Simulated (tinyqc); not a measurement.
From results back to parameters: defect, radiative and Auger recombination at equal electron and hole densities (ABC model). Three cases, with inputs chosen for the exercise.

Problem. The peak efficiency, the current at the peak and the differential lifetime there, tau_p = 1/(Ae + 2 B n_p + 3 C n_p^2), are given; Ae, B and C are hidden. n_p = sqrt(Ae/C), Q = B/sqrt(Ae C), IQE_max = Q/(Q + 2).

J/(e d) = Ae n + B n^2 + C n^3 with Ae = A + 4 S/w (four side walls, carriers spread evenly), e = 1.602176634e-19 C, lengths in cm; internal efficiency IQE = B n^2/(Ae n + B n^2 + C n^3); all injected carriers recombine in the layer.

Find: Q; Ae; n_p; B; C.

Method. Q = 2 IQE/(1 - IQE). At the peak B n = Q Ae and C n^2 = Ae, so 1/tau_p = Ae (4 + 2Q) and J = e d Ae n_p (2 + Q); B and C follow.

Case 1.

Values chosen (out of a larger set: orders of magnitude like those quoted for GaAs; not measured data): d = 59 nm (active thickness).

IQE_max = 0.976114
J at the peak = 263.233 A/cm^2
tau_p = 2.59633 ns

Solution.

Q = 81.7
Ae = 2.30e+06 1/s
n_p = 1.45e+18 1/cm^3
B = 1.3e-10 cm^3/s
C = 1.1e-30 cm^6/s

Case 2.

Values chosen (out of a larger set: orders of magnitude like those quoted for Si; not measured data): d = 130000 nm (active thickness).

IQE_max = 0.0157162
J at the peak = 7.02375 A/cm^2
tau_p = 14173.3 ns

Solution.

Q = 0.0319
Ae = 1.74e+04 1/s
n_p = 9.56e+16 1/cm^3
B = 5.8e-15 cm^3/s
C = 1.9e-30 cm^6/s

Case 3.

Values chosen (out of a larger set: orders of magnitude like those quoted for GaN; not measured data): d = 4.2 nm (active thickness).

IQE_max = 0.368775
J at the peak = 67.3490 A/cm^2
tau_p = 5.63594 ns

Solution.

Q = 1.17
Ae = 2.80e+07 1/s
n_p = 1.13e+19 1/cm^3
B = 2.9e-12 cm^3/s
C = 2.2e-31 cm^6/s

Computed by tinyqc, one run a case: `OMP_NUM_THREADS=1 python tinyqc.py N N+1 out.jsonl` with N = 1680533, 1680587, 1680619; one thread of a shared Intel(R) Xeon(R) Processor @ 2.30GHz, about 0.01 s a run at most.
